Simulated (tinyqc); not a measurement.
Balance functions: hot carriers by balance equations with a heated Maxwellian. Computed by tinyqc, a small Python program. Command: `OMP_NUM_THREADS=1 python tinyqc.py 3009904 3009905 out.jsonl hot walk`. One thread of a shared host (Intel(R) Xeon(R) Processor @ 2.30GHz), about 0.01 s of CPU time with the checks.

The carriers follow a Maxwellian at an electron temperature T_e, slightly displaced; the drift energy is neglected against k_B T_e. The balance averages the rate, not the time, so mu_0 lies below the relaxation-time value.

Inputs (values chosen for the exercise, for a model non-polar semiconductor):
```
quantity                                          value       unit
effective mass m                                  0.279        m_0
density rho                                        3090     kg/m^3
sound velocity v_l                                 7810        m/s
acoustic deformation potential D_A                   11         eV
phonon energy hbar w                                 87        meV
optical or intervalley deformation potential D_o    9.3  1e8 eV/cm
final valleys Z_f                                     2          -
lattice temperature T                               300          K
```

Band: parabolic. Solver: damped fixed point.

Constants: k_B = 8.617333262e-05 eV/K; k_B = 1.380649e-23 J/K; e = 1.602176634e-19 C; hbar = 1.054571817e-34 J s; m_0 = 9.1093837015e-31 kg; hbar = 6.582119569e-16 eV s.

Method:
- Parabolic band: E = hbar^2 k^2/(2 m), speed v = hbar k/m, states per spin, volume and energy g(E) = m k/(2 pi^2 hbar^2). Masses are multiplied by m_0 and all formulas are in SI units.
- Phonon occupation N_q = 1/(exp(hbar w/(k_B T)) - 1).
- Acoustic deformation potential (elastic, equipartition, absorption and emission together): 1/tau = 2 pi k_B T D_A^2 g(E)/(hbar rho v_l^2).
- Optical or intervalley deformation potential: 1/tau = (pi Z_f D_o^2/(rho w)) [N_q g(E + hbar w) + (N_q + 1) g(E - hbar w)], with g = 0 below the band edge.
- Averages over the Maxwellian, <y> = int y x^(1/2) exp(-x) dx / int x^(1/2) exp(-x) dx with x = E/(k_B T_e), split at x_0 = hbar w/(k_B T_e): 64 Gauss-Legendre points in sqrt(x) below it and 128 in sqrt(x - x_0) above it, up to x = 32. Momentum balance: mu(T_e) = e/(m nu), nu = <x (sum of rates)>/<x>. Power lost per carrier: P(T_e) = hbar w <emission rate - absorption rate> + <(2 m v_l^2/(k_B T)) (E - 2 k_B T) acoustic rate>.
- The field that sustains T_e follows from e mu F^2 = P.

Against the electron temperature:
```
T_e (K)  mu (cm^2/(V s))  P optical (1e9 eV/s)  P acoustic (1e9 eV/s)  F (kV/cm)  drift velocity (1e7 cm/s)
330               1589.1                  4.26             9.3832e-02      1.655                     0.2630
390               1388.9                 14.36             3.0602e-01      3.249                     0.4513
480               1174.1                 32.17             6.7899e-01      5.289                     0.6210
600                985.1                 58.26             1.2652e+00      7.773                     0.7657
900                733.2                123.66             3.0992e+00     13.148                     0.9641
1500               527.7                234.81             8.0020e+00     21.452                     1.1319
2400               401.6                361.45             1.7713e+01     30.728                     1.2339
3600               321.6                489.85             3.4091e+01     40.365                     1.2980
```

Optical phonons take 98 % of the power in the first row and 93 % in the last. The velocity grows as F^0.80 at first and as F^0.19 at the end, so it levels off; if optical phonons alone set both balances the limit at high T_e would be sqrt(3 hbar w tanh(hbar w/2 k_B T)/(4 m)) = 1.96 in the same unit. Rows above 1400 K (k_B T_e > 0.12 eV) stretch the parabolic band.
